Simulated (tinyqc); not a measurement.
Velocity against current: domain walls in a thin film with perpendicular anisotropy: Bloch, Neel and chiral walls, motion and stripe domains. Computed by tinyqc, a small Python program. Command: `OMP_NUM_THREADS=1 python tinyqc.py 3004709 3004710 out.jsonl mwall walk`. One thread of a shared host (Intel(R) Xeon(R) Processor @ 2.30GHz), about 0.01 s of CPU time with the checks.

One-dimensional wall: polar angle theta(x), azimuth phi of the moment in the wall (phi = 0 Neel, 90 degrees Bloch). mu_0 = 1.25663706212e-6 T m/A, gamma = 1.76085963023e11 rad/(s T).

Inputs (values chosen for the exercise, for a model film):

| quantity | value | unit |
|---|---|---|
| saturation magnetisation M_s | 590 | kA/m |
| exchange stiffness A | 14 | pJ/m |
| uniaxial anisotropy K_u | 435 | kJ/m^3 |
| DMI constant D | 1.1 | mJ/m^2 |
| thickness t | 1.9 | nm |
| damping alpha | 0.032 | - |
| current density J | 0.17 | 1e12 A/m^2 |
| spin Hall angle theta_SH | 0.12 | - |

Drive: spin-orbit torque.

Constants: hbar = 1.054571817e-34 J s; e = 1.602176634e-19 C.

Method:
- K_eff = K_u - mu_0 M_s^2/2; Delta = sqrt(A/K_eff); sigma_0 = 4 sqrt(A K_eff); profile theta = 2 arctan exp(x/Delta); quality factor Q = 2 K_u/(mu_0 M_s^2).
- sigma(phi) = sigma_0 + 2 Delta K_D cos^2(phi) - pi D cos(phi), with the wall shape anisotropy K_D = N_x mu_0 M_s^2/2, N_x = t ln 2/(pi Delta). The minimum has cos(phi) = D/D_N for D < D_N = 4 Delta K_D/pi and phi = 0 beyond; sigma turns negative at D_c = (sigma_0 + 2 Delta K_D)/pi.
- Spin-orbit drive: B_SL = hbar theta_SH J/(2 e M_s t) acts as the field (pi/2) B_SL cos(phi). Steady state: v = (gamma Delta/alpha)(pi/2) B_SL cos(phi) = gamma Delta [B_D sin(phi) - (B_K/2) sin(2 phi)], B_K = 2 K_D/M_s, B_D = pi D/(2 M_s Delta); the root with phi between its rest value and 90 degrees; v saturates at v_D = gamma Delta B_D.

K_D = 11.3962 kJ/m^3

width parameter Delta = 8.04551 nm

azimuth phi = 0 degrees

saturation velocity v_D = 515.686 m/s

Steady motion:

| J (1e12 A/m^2) | B_SL (mT) | phi (degrees) | v (m/s) | v at fixed rest phi (m/s) |
|---|---|---|---|---|
| 0.02 | 0.70 | 6.064 | 48.73 | 49 |
| 0.05 | 1.76 | 14.826 | 118.42 | 122 |
| 0.10 | 3.52 | 27.671 | 216.98 | 245 |
| 0.20 | 7.05 | 45.740 | 341.97 | 490 |
| 0.50 | 17.61 | 67.990 | 459.09 | 1225 |
| 1.00 | 35.23 | 78.361 | 494.27 | 2450 |
| 2.00 | 70.46 | 84.058 | 507.28 | 4900 |
| 5.00 | 176.15 | 87.600 | 512.94 | 12250 |

What does the comparison show, and why?

The linear law holds to 5 % in 2 of the eight rows; in the last row v is 99.5 % of v_D = pi gamma D/(2 M_s), which depends on neither alpha nor theta_SH. Caution: pinning, heating and tilting of the wall are left out.

Extremes, crossings and ranges named in words are read from the listed rows.
